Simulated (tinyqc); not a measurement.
Deep level with several charge states, and Shockley-Read-Hall recombination: one step. Charge states at a trial Fermi level.

Energies from Ev. The defect has charge states +1, 0, -1 with weights 1, gm exp((EF - E1)/kT), exp((2 EF - E1 - E2)/kT); the shares are the weights over their sum. Boltzmann carriers: n = Nc exp((EF - Eg)/kT), p = Nv exp(-EF/kT). Neutrality: p - n + Nd + Nt <q> = 0.

Constants: kB = 8.617333262e-05 eV/K.

Values chosen for the exercise (gap and densities of states near those of Si at this temperature; the results hold for these values, not for the real material):
- Eg = 1.118 eV (gap)
- Nc = 2.67e+19 1/cm^3 (conduction-band density of states)
- Nv = 1.17e+19 1/cm^3 (valence-band density of states)
- T = 300 K
- E1 = 0.922 eV (level (+1/0) above Ev)
- E2 = 0.769 eV (level (0/-1) above Ev)
- gm = 2 (degeneracy of the middle state, the others 1)
- Nt = 4.5e+14 1/cm^3 (defects)
- Nd = -1.2e+15 1/cm^3 (ionised shallow donors minus acceptors)
- E_try = 0.349 eV (trial Fermi level)

Question. Form the exponents, the shares, the mean charge and the residual of neutrality at EF = E_try.

Give: exponents of the second and third weights; shares; <q>; n, p; residual.

Answer.

exponents of the second and third weights: [-22.165, -38.411]

shares: +1 1.0000, 0 0.0000, -1 0.0000

<q> = 1.0000

n, p (1/cm^3): [3.22e+06, 1.60e+13]

residual = -7.34e+14 1/cm^3

The residual is negative, so EF must fall.

Computed by tinyqc, a small Python program: `OMP_NUM_THREADS=1 python tinyqc.py 1682485 1682486 out.jsonl` (the numbers bound the seed that draws the inputs); one thread of a shared host (Intel(R) Xeon(R) Processor @ 2.30GHz), about 0.01 s for the whole set of steps.
